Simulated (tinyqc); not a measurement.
# Punch-through p+-n junction, ionisation integral and breakdown: what changes with what

A p+ layer at x < 0 and an n drift layer from x = 0 to L on an n+ substrate. Depletion approximation, built-in voltage neglected. Local ionisation coefficients alpha_n = an exp(-(bn/E)^mx), alpha_p = ap exp(-(bp/E)^mx). Electrons move towards +x, holes towards x = 0.

Values chosen for this exercise; material values close to those of gallium arsenide: relative permittivity eps_r = 13.1; prefactor of the electron ionisation coefficient an = 3.05e5 1/cm; field constant for electrons bn = 6.64e5 V/cm; prefactor of the hole ionisation coefficient ap = 2.09e5 1/cm; field constant for holes bp = 6.48e5 V/cm; exponent mx = 1.6; electron mobility of the drift layer mu = 8200 cm^2/(V s); donor density of the drift layer N = 1.1e16 cm^-3; thickness of the drift layer L = 0.76 um.

Constants: q = 1.602176634e-19 C, eps0 = 8.8541878128e-14 F/cm where lengths are in cm. Results are converted to the units shown.

Each table varies one quantity; the others keep the values above.

## Multiplication against voltage

W = sqrt(2 eps0 eps_r V/(q N)), peak field E0 = q N W/(eps0 eps_r), falling linearly to 0 at W; if W > L the layer is punched through: W = L, E0 = V/L + q N L/(2 eps0 eps_r), falling linearly to E1 = V/L - q N L/(2 eps0 eps_r). G(x) = integral from 0 to x of (alpha_n - alpha_p); I_n = integral of alpha_n exp(-G) (electrons injected at x = 0), I_p = integral of alpha_p exp(G(end) - G) (holes injected at the far edge); M = 1/(1 - I). Integrals on a fine grid; BV is where I_n = 1. Here BV = 25.0664 V; the Miller exponent is n = ln(1 - 1/M)/ln(V/BV).

Result of one run:

| V (V) | E0 (kV/cm) | I_n | I_p | M_n | M_p | Miller n, electrons | Miller n, holes |
|---|---|---|---|---|---|---|---|
| 20.1 | 322 | 0.351 | 0.301 | 1.54 | 1.43 | 4.74 | 5.44 |

What becomes of these results when the reverse voltage V is changed from 20.1 to 17.5 V, all else the same?

Result of the changed run:

| V (V) | E0 (kV/cm) | I_n | I_p | M_n | M_p | Miller n, electrons | Miller n, holes |
|---|---|---|---|---|---|---|---|
| 17.5 | 288 | 0.152 | 0.128 | 1.18 | 1.15 | 5.24 | 5.73 |

The whole series:

| V (V) | E0 (kV/cm) | I_n | I_p | M_n | M_p | Miller n, electrons | Miller n, holes |
|---|---|---|---|---|---|---|---|
| 10 | 189 | 0.00155 | 0.00146 | 1.00 | 1.00 | 7.04 | 7.10 |
| 12.5 | 222 | 0.0121 | 0.0107 | 1.01 | 1.01 | 6.34 | 6.52 |
| 15 | 255 | 0.0520 | 0.0442 | 1.05 | 1.05 | 5.76 | 6.07 |
| 17.5 | 288 | 0.152 | 0.128 | 1.18 | 1.15 | 5.24 | 5.73 |
| 20.1 | 322 | 0.351 | 0.301 | 1.54 | 1.43 | 4.74 | 5.44 |
| 21.6 | 342 | 0.515 | 0.454 | 2.06 | 1.83 | 4.46 | 5.31 |
| 23.1 | 362 | 0.710 | 0.654 | 3.44 | 2.89 | 4.20 | 5.19 |
| 24.1 | 375 | 0.853 | 0.818 | 6.82 | 5.48 | 4.03 | 5.12 |
| 24.7 | 383 | 0.944 | 0.928 | 17.8 | 13.9 | 3.93 | 5.09 |

M_n rises from 1.002 to 17.8 and M_p from 1.001 to 13.9; both diverge at BV. The Miller exponent for electrons falls from 7.04 to 3.93 and that for holes falls from 7.10 to 5.09, so one exponent describes neither over the whole range. The larger multiplication belongs to electrons, whose coefficient at the peak field of the last row is 1.33 times the other.

## Effect of the drift doping

Same model as above.

Specific on-resistance Ron = L/(q mu N) with constant mobility and full ionisation.

Results:

| N (cm^-3) | BV (V) | E0 at BV (kV/cm) | W at BV (um) | Ron (mohm cm^2) | BV^2/Ron (MW/cm^2) | eps0 eps_r mu E0^3/4 (MW/cm^2) |
|---|---|---|---|---|---|---|
| 9.2e14 | 25.3 | 338 | 0.760 | 0.0629 | 10.2 | 91.8 |
| 1.8e15 | 25.3 | 343 | 0.760 | 0.0321 | 19.9 | 95.6 |
| 6.5e15 | 25.2 | 366 | 0.760 | 0.00890 | 71.6 | 117 |
| 1.2e16 | 25.0 | 392 | 0.760 | 0.00482 | 130 | 143 |
| 2.4e16 | 23.9 | 441 | 0.760 | 0.00241 | 238 | 204 |
| 4.6e16 | 20.1 | 506 | 0.760 | 0.00126 | 321 | 308 |
| 8.8e16 | 14.5 | 593 | 0.488 | 6.57e-4 | 318 | 495 |

Estimate the missing row, N = 3.4e15 cm^-3.

Computed row:

| N (cm^-3) | BV (V) | E0 at BV (kV/cm) | W at BV (um) | Ron (mohm cm^2) | BV^2/Ron (MW/cm^2) | eps0 eps_r mu E0^3/4 (MW/cm^2) |
|---|---|---|---|---|---|---|
| 3.4e15 | 25.3 | 351 | 0.760 | 0.0170 | 37.6 | 103 |

With this row back in the table: BV falls from 25.3 to 14.5 V while the critical field rises from 338 to 593 kV/cm. BV goes as N^(0.00) between the first two rows and N^(-0.51) between the last two (a coefficient proportional to E^7 gives -0.75 without punch-through). BV^2/Ron goes from 10.2 through a maximum of 321 (at N = 4.6e16 among the rows listed) to 318 MW/cm^2; the layer is punched through at breakdown in 7 of the 8 rows. In every row the layer is under 0.5 um wide or BV under 36 V, so dead space, tunnelling and the built-in voltage, all left out, matter.

## Effect of the drift thickness

Same model as above.

The value eps0 eps_r mu E0^3/4 holds for a triangular field; a layer that punches through can exceed it.

Results:

| L (um) | BV (V) | E0 at BV (kV/cm) | W at BV (um) | Ron (mohm cm^2) | BV^2/Ron (MW/cm^2) | eps0 eps_r mu E0^3/4 (MW/cm^2) |
|---|---|---|---|---|---|---|
| 0.38 | 14.9 | 422 | 0.380 | 0.00263 | 85.0 | 179 |
| 0.51 | 18.6 | 403 | 0.510 | 0.00353 | 97.6 | 155 |
| 0.68 | 23.0 | 391 | 0.680 | 0.00471 | 113 | 142 |
| 1.2 | 35.0 | 382 | 1.20 | 0.00830 | 147 | 133 |
| 1.7 | 43.0 | 382 | 1.70 | 0.0118 | 157 | 133 |
| 2.2 | 47.3 | 382 | 2.20 | 0.0152 | 147 | 133 |
| 3 | 48.1 | 382 | 2.52 | 0.0208 | 111 | 133 |
| 4 | 48.1 | 382 | 2.52 | 0.0277 | 83.5 | 133 |

Estimate the missing row, L = 0.92 um.

Computed row:

| L (um) | BV (V) | E0 at BV (kV/cm) | W at BV (um) | Ron (mohm cm^2) | BV^2/Ron (MW/cm^2) | eps0 eps_r mu E0^3/4 (MW/cm^2) |
|---|---|---|---|---|---|---|
| 0.92 | 28.9 | 384 | 0.920 | 0.00637 | 131 | 135 |

With this row back in the table: BV rises from 14.9 to 48.1 V and saturates once L exceeds the free depleted width of 2.52 um, while Ron keeps rising as L. BV^2/Ron goes from 85.0 through a maximum of 157 (at L = 1.7 um among the rows listed) to 83.5 MW/cm^2. The best row has L = 0.68 of that width: the last part of the triangle adds little voltage but its full share of resistance. For L = 0.38, 0.51, 0.68, 0.92, 1.2 the layer is under 0.5 um wide or BV under 36 V, so dead space, tunnelling and the built-in voltage, all left out, matter.

Program tinyqc, `OMP_NUM_THREADS=1 python tinyqc.py 2120110 2120111 out.jsonl`; Intel Xeon 2.30GHz, shared host, one thread, about 0.07 s.
